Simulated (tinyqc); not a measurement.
Worked calculation: finite-difference solution of the diffusion equation on a small grid. Computed by tinyqc, a small Python program that keeps every step. Command: `OMP_NUM_THREADS=1 python tinyqc.py 3015693 3015694 out.jsonl fdiff walk`. One thread of a shared host (Intel(R) Xeon(R) Processor @ 2.30GHz), about 0.01 s of CPU time with the checks. Intermediate numbers are printed to about 6 digits and carried at full precision; extremes and crossings named in words are read from the listed rows.

dC/dt = D d2C/dx2 on nodes x_j = j dx, j = 0..11; the far end is sealed.

Inputs (values chosen for the exercise):
```
quantity         value    unit
diffusivity D       47  nm^2/s
grid spacing dx     10      nm
time step dt      0.52       s
final time t_f    10.4       s
loss velocity h   0.42    nm/s
```

Boundary at x = 0: surface loss. Scheme: implicit.

start values C_j, j = 0, 1, ... (% of a reference): 23  66.4  100  64.9  35.7  3.37  0  0  0  0  0  0

## Mesh ratio and operator

The operator M acts as (M C)_j = C_(j-1) - 2 C_j + C_(j+1); at the sealed far end a mirror node gives 2 C_(N-2) - 2 C_(N-1); at j = 0, the outward flux h C_0 gives 2 C_1 - (2 + 2 h dx/D) C_0. r = D dt/dx^2.

mesh ratio r = 0.2444

operator M:
```
           0         1         2         3         4         5         6         7
0   -2.17872   2.00000   0.00000   0.00000   0.00000   0.00000   0.00000   0.00000
1    1.00000  -2.00000   1.00000   0.00000   0.00000   0.00000   0.00000   0.00000
2    0.00000   1.00000  -2.00000   1.00000   0.00000   0.00000   0.00000   0.00000
3    0.00000   0.00000   1.00000  -2.00000   1.00000   0.00000   0.00000   0.00000
4    0.00000   0.00000   0.00000   1.00000  -2.00000   1.00000   0.00000   0.00000
5    0.00000   0.00000   0.00000   0.00000   1.00000  -2.00000   1.00000   0.00000
6    0.00000   0.00000   0.00000   0.00000   0.00000   1.00000  -2.00000   1.00000
7    0.00000   0.00000   0.00000   0.00000   0.00000   0.00000   1.00000  -2.00000
8    0.00000   0.00000   0.00000   0.00000   0.00000   0.00000   0.00000   1.00000
9    0.00000   0.00000   0.00000   0.00000   0.00000   0.00000   0.00000   0.00000
10   0.00000   0.00000   0.00000   0.00000   0.00000   0.00000   0.00000   0.00000
11   0.00000   0.00000   0.00000   0.00000   0.00000   0.00000   0.00000   0.00000

           8         9        10        11
0    0.00000   0.00000   0.00000   0.00000
1    0.00000   0.00000   0.00000   0.00000
2    0.00000   0.00000   0.00000   0.00000
3    0.00000   0.00000   0.00000   0.00000
4    0.00000   0.00000   0.00000   0.00000
5    0.00000   0.00000   0.00000   0.00000
6    0.00000   0.00000   0.00000   0.00000
7    1.00000   0.00000   0.00000   0.00000
8   -2.00000   1.00000   0.00000   0.00000
9    1.00000  -2.00000   1.00000   0.00000
10   0.00000   1.00000  -2.00000   1.00000
11   0.00000   0.00000   2.00000  -2.00000
```

## Amplification factors

The mode of M with eigenvalue mu has its amplitude multiplied per step by g = (1 + (1 - theta) r mu)/(1 - theta r mu), with theta = 0 explicit, 1 implicit, 1/2 Crank-Nicolson; the explicit scheme is stable for r up to 2/|mu_min|.

eigenvalues mu of M: -4.01160  -3.93553  -3.69880  -3.32597  -2.84706  -2.30084  -1.73156  -1.18533  -0.70638  -0.33342  -0.09619  -0.00604

factors g: 0.504940  0.509725  0.525214  0.551612  0.589685  0.640071  0.702645  0.775377  0.852777  0.924651  0.977032  0.998525

largest stable r of the explicit scheme = 0.498555

The smallest factor is 0.505: no mode changes sign, and all decay but one with mu = 0 where there is such a mode.

## Time step 1

C at the start (%): 23.00  66.40  100.00  64.90  35.70  3.37  0.00  0.00  0.00  0.00  0.00  0.00

With r = D dt/dx^2: (1 - theta r M) C(new) = (1 + (1 - theta) r M) C(old); theta = 0 explicit, 1 implicit, 1/2 Crank-Nicolson.

C after step 1 (%): 35.7300  64.9662  88.3358  63.9797  35.8579  8.3823  1.4153  0.2390  0.0403  0.0068  0.0012  0.0004

## Time step 2

The formulas are those given above.

C after step 2 (%): 43.7121  63.9482  80.0192  62.0617  36.2565  12.0822  3.0463  0.6843  0.1442  0.0292  0.0060  0.0022

## All steps

The run takes n = round(t_f/dt) steps of length t_f/n. The dose is the trapezoidal sum of C dx; the error is the largest difference from exp(M D t/dx^2) C(0), the exact time evolution on the same grid.

Course of the run:
```
step  t (s)      C_1      C_6  dose (% nm)  largest error
1      0.52  64.9662   1.4153      2810.90        2.55848
2      1.04  63.9482   3.0463      2801.35        3.10691
3      1.56  63.0730   4.7028      2790.73        2.89073
4      2.08  62.2133   6.2908      2779.46        2.43676
5      2.60  61.3175   7.7677      2767.84        1.95604
6      3.12  60.3721   9.1176      2756.05        1.52412
7      3.64  59.3809  10.3390      2744.22        1.16060
...     ...      ...      ...          ...            ...
14     7.28  52.0762  16.0003      2664.83        0.41029
15     7.80  51.0786  16.5107      2654.22        0.37716
16     8.32  50.1053  16.9700      2643.81        0.35213
17     8.84  49.1581  17.3839      2633.59        0.33192
18     9.36  48.2376  17.7575      2623.56        0.31515
19     9.88  47.3445  18.0950      2613.71        0.30239
20    10.40  46.4785  18.4003      2604.05        0.29208
```

C at the end (%): 44.2323  46.4785  45.1817  40.6675  33.8255  25.9616  18.4003  12.0882  7.4326  4.3995  2.7427  2.2222

largest error at t_f = 0.292082 %

final dose = 2604.05 % nm

final C_6 = 18.4003 %

The time-step error at the end is 0.29 on a scale of 46.5. The dose falls through the surface.

## The three schemes as the step is halved

Each run reaches t_f in n equal steps; errors are the largest difference from exp(M D t_f/dx^2) C(0). A dash marks unstable explicit runs.

Largest error at t_f (%):
```
steps n        r  explicit  implicit  Crank-Nicolson
4        1.22200         -   1.58470     2.10682e-01
8        0.61100         -   0.75197     3.13891e-02
16       0.30550  0.385727   0.36676     7.86856e-03
32       0.15275  0.187824   0.18139     1.96807e-03
64       0.07637  0.092666   0.09025     4.92070e-04
128      0.03819  0.046024   0.04541     1.23021e-04
256      0.01909  0.022935   0.02278     3.07554e-05
```

From the last two rows, halving the step divides the error by 2.01 (explicit), 1.99 (implicit), 4.00 (Crank-Nicolson): a factor 2 marks first order in dt and 4 second order. The explicit scheme needs n of at least 10 to be stable; the other two are stable at any step.

Checks made by the program: matrix exponential against 4096 Crank-Nicolson steps (relative difference 3e-09).
